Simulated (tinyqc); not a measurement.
# Trench capacitor in an array: capacitance, non-linearity, leakage and relaxation: several studies

A film between two metal electrodes, each interface adding a series capacitance ci. The small-signal permittivity is ek (1 + aq E^2); the field is found with the linear permittivity. Leakage J = J0 sinh(E/Ef). After a voltage step the film passes a relaxation current kr C V tt^(-nr), tt being the time in seconds. The sidewall is a coaxial capacitor with radii a = dm/2 - t and b = dm/2, depth AR dm; the end face is left out.

Parameters, values chosen for the exercise; permittivity of the order of that of hafnium oxide: relative permittivity of the film ek = 22.5; film thickness t = 22 nm; capacitance of each electrode interface (dead layer and screening) ci = 36 uF/cm^2; quadratic field coefficient of the permittivity aq = 0.0064 cm^2/MV^2; bias V = 1.5 V; exponent of the relaxation current nr = 0.971; strength of the relaxation kr = 0.00017; leakage prefactor J0 = 3.9e-10 A/cm^2; field for an e-fold rise of the leakage Ef = 0.47 MV/cm; aspect ratio, depth over diameter AR = 20; pitch of the square array pt = 140 nm; resistivity of the inner electrode rho = 390 uohm cm; duration of the write pulse t0 = 1e-8 s.

Constants: eps0 = 8.8541878128e-14 F/cm where lengths are in cm. Results are converted to the units shown.

Each table varies one quantity; the others keep the values above.

## Capacitance, non-linearity and leakage against thickness

Planar film: Cf = eps0 ek/t, 1/C = 1/Cf + 2/ci, EOT = 3.9 eps0/C, effective permittivity C t/eps0, E = (V/t) C/Cf; quadratic coefficient [C(V)/C - 1]/V^2 with Cf (1 + aq E^2) in C(V).

Capacitance, non-linearity and leakage against thickness:
```
t (nm)  C (uF/cm^2)  EOT (nm)  effective permittivity  E (MV/cm)  quadratic coefficient (ppm/V^2)  J (A/cm^2)
3            4.8510   0.71184                  16.436     3.6525                            27097   4.6244e-7
4.3          3.6846   0.93717                  17.894     2.7743                            17238   7.1379e-8
6.3          2.6897    1.2838                  19.138     2.0252                           9884.0   1.4497e-8
9.2          1.9329    1.7865                  20.084     1.4554                           5369.9   4.3046e-9
13           1.4122    2.4452                  20.735     1.0633                           2962.1   1.8529e-9
19          0.99081    3.4852                  21.261    0.74602                           1495.6  9.1375e-10
28          0.68444    5.0452                  21.644    0.51534                           726.65  5.1861e-10
41          0.47313    7.2985                  21.909    0.35624                           351.48  3.2473e-10
60          0.32602    10.592                  22.092    0.24547                           168.29  2.1308e-10
```

What does the table show?

C falls from 4.85 to 0.326 uF/cm^2 while the effective permittivity goes from 16.4 to 22.1 (ek = 22.5). EOT is a straight line in t with slope 3.9/ek = 0.173 and intercept 0.192 nm. The quadratic coefficient goes as t^(-1.26) between the first two rows and t^(-1.93) between the last two (-2 without interfaces), and J falls by 3.34 decades. For t = 3 direct tunnelling, left out, would add to the leakage.

## Cell against the diameter of the hole

Per length 1/c = ln(b/a)/(2 pi eps0 ek) + (1/a + 1/b)/(2 pi ci); cell capacitance c AR dm; per footprint over pt^2; fields c V/(2 pi eps0 ek r) at r = a and b; resistance of the inner electrode rho AR dm/(pi a^2); time constant R C/3 of the distributed line. The pitch is scaled as pt dm/(71 nm).

Results:
```
dm (nm)  cell capacitance (fF)  per footprint (uF/cm^2)  field at a (MV/cm)  field at b (MV/cm)  R (kohm)  R C/3 (ps)
57                      0.9016                    7.137               1.458              0.3326     33.50       10.07
77                       2.153                    9.341               1.016              0.4352     7.022       5.040
140                      8.834                    11.59              0.7877              0.5401     1.509       4.443
180                      15.30                    12.14              0.7488              0.5658    0.9665       4.928
250                      30.77                    12.66              0.7160              0.5900    0.5851       6.001
330                      54.96                    12.98              0.6978              0.6048    0.4007       7.340
440                      99.53                    13.22              0.6845              0.6161    0.2787       9.245
```

Estimate the missing row, dm = 100 nm.

Computed row:
```
dm (nm)  cell capacitance (fF)  per footprint (uF/cm^2)  field at a (MV/cm)  field at b (MV/cm)  R (kohm)  R C/3 (ps)
100                      4.100                    10.54              0.8773              0.4913     3.167       4.328
```

With this row back in the table: As dm goes from 57 to 440, the cell capacitance rises from 0.902 to 99.5 fF, the capacitance per footprint rises from 7.14 to 13.2 uF/cm^2, the ratio of the two fields falls from 4.38 to 1.11 and R C/3 goes from 10.1 through a minimum of 4.33 (at dm = 100 among the rows listed) to 9.24 ps; the time constant goes as dm^(-2.30) between the first two rows and dm^(0.80) between the last two.

## Charge lost after writing

Planar film: Cf = eps0 ek/t, 1/C = 1/Cf + 2/ci, EOT = 3.9 eps0/C, effective permittivity C t/eps0, E = (V/t) C/Cf. A capacitor written for t0 and then left open loses, as a share of C V, kr (tt^(1 - nr) - t0^(1 - nr))/(1 - nr) by relaxation and J tt/(C V) by leakage; both are taken as small, and rows far outside that range are left out.

The same in every row: leakage current (nA/cm^2) = 0.72703.

Charge lost after writing:
```
tt (s)  relaxation current (nA/cm^2)  loss by relaxation (%)  loss by leakage (%)  total loss (%)
1e-6                        1.4728e5                0.049093            5.6217e-8        0.049093
1e-5                           15745                0.076210            5.6217e-7        0.076211
0.0001                        1683.2                 0.10520            5.6217e-6         0.10521
0.001                         179.94                 0.13619            5.6217e-5         0.13625
0.01                          19.237                 0.16932            5.6217e-4         0.16989
0.1                           2.0565                 0.20474            0.0056217         0.21036
1                            0.21985                 0.24261             0.056217         0.29883
10                          0.023503                 0.28309              0.56217         0.84526
100                        0.0025127                 0.32636               5.6217          5.9481
```

The two currents are equal at tt = 0.292 s. The loss by relaxation grows from 0.0491 to 0.326 %, by 0.0271 points over the first decade and 0.0433 over the last, while the loss by leakage grows tenfold a decade. Leakage is the larger loss for tt = 10, 100 s.

Program tinyqc, `OMP_NUM_THREADS=1 python tinyqc.py 2102010 2102011 out.jsonl`; Intel Xeon 2.30GHz, shared host, one thread, about 0.01 s.
